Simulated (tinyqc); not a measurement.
# From one set of inputs to another, one input at a time

Model: single-band model of a thermoelectric material. Computed by tinyqc, a small Python program. Command: `OMP_NUM_THREADS=1 python tinyqc.py 3005189 3005190 out.jsonl thermo ladder`. One thread of a shared host (Intel(R) Xeon(R) Processor @ 2.30GHz), about 0.02 s of CPU time with the checks.

One spherical band, one scattering law, no minority carriers and no phonon drag. In a real material minority carriers limit |S| to about E_g/(2 e T), so larger values are formal. eta = E_F/(k_B T) is counted from the band edge; f = 1/(1 + exp(x - eta)).

The inputs printed are set A. Inputs not listed in the table keep their values of set A, so the rows need not describe a real material.

Inputs (values chosen for the exercise, for a model material): density-of-states mass m = 0.26 m_0; mobility parameter mu_300 = 680 cm^2/(V s); temperature exponent p = 0.5; lattice thermal conductivity kappa_L = 1.2 W/(m K); carrier density n = 7.1e+18 1/cm^3; temperature T = 440 K.

Band: parabolic. Scattering: polar optical (high temperature), r = 0.5.

Constants: m_0 = 9.1093837015e-31 kg; k_B = 1.380649e-23 J/K; hbar = 1.054571817e-34 J s; k_B = 8.617333262e-05 eV/K; e = 1.602176634e-19 C.

Method:
- With x = E/(k_B T), a = alpha k_B T (0 for a parabolic band), G = x (1 + a x), D = 1 + 2 a x and <y> = int y f (1 - f) dx, f = 1/(1 + exp(x - eta)): tau = tau_0 G^r/D; transport function s = G^(3/2 + r)/D^2; n = N_0 <G^(3/2)> with N_0 = (2 m k_B T)^(3/2)/(3 pi^2 hbar^3).
- Integrals over x = E/(k_B T) use 160 Gauss-Legendre points in u = sqrt(x) from 0 to sqrt(max(eta, 0) + 32).
- Solve for eta.
- sigma = e mu_0 N_0 <s> with mu_0 = e tau_0/m = mu_300 (T/300 K)^(-p); |S| = (k_B/e)(<x s>/<s> - eta); Lorenz number L = (k_B/e)^2 (<x^2 s>/<s> - (<x s>/<s>)^2); kappa_e = L sigma T; zT = S^2 sigma T/(kappa_L + kappa_e).
- Hall factor r_H = <G^(3/2)> <G^(3/2 + 2r)/D^4>/<s>^2; drift mobility sigma/(n e) with n = N_0 <G^(3/2)>; power factor S^2 sigma.

Each row keeps all changes above it:
```
input moved                                        from       to  conductivity sigma (S/cm)  power factor (microwatt/(cm K^2))  Lorenz number L (1e-8 V^2/K^2)
set A                                                 -        -                       1071                               64.7                           2.234
density-of-states mass m (m_0)                     0.26     0.65                        991                              129.6                           2.228
carrier density n (1/cm^3)                      7.1e+18  2.5e+18                        342                               69.7                           2.228
temperature T (K)                                   440      360                        380                               68.7                           2.228
mobility parameter mu_300 (cm^2/(V s))              680      210                        117                               21.2                           2.228
lattice thermal conductivity kappa_L (W/(m K))      1.2        1                        117                               21.2                           2.228
```

Which inputs carry the difference?

Conductivity sigma goes from 1070 to 117, a factor 0.109 in all. The largest single move comes from mobility parameter mu_300 (a factor 0.309). Power factor goes from 64.7 to 21.2, a factor 0.328 in all. The largest single move comes from mobility parameter mu_300 (a factor 0.309), and density-of-states mass m works against it (a factor 2.00). Lorenz number L ends near its start, 2.23; the largest single move comes from density-of-states mass m (a factor 0.99751). The single moves hold for this order of the switches; the total does not depend on the order.

Extremes, crossings and ranges named in words are read from the listed rows.
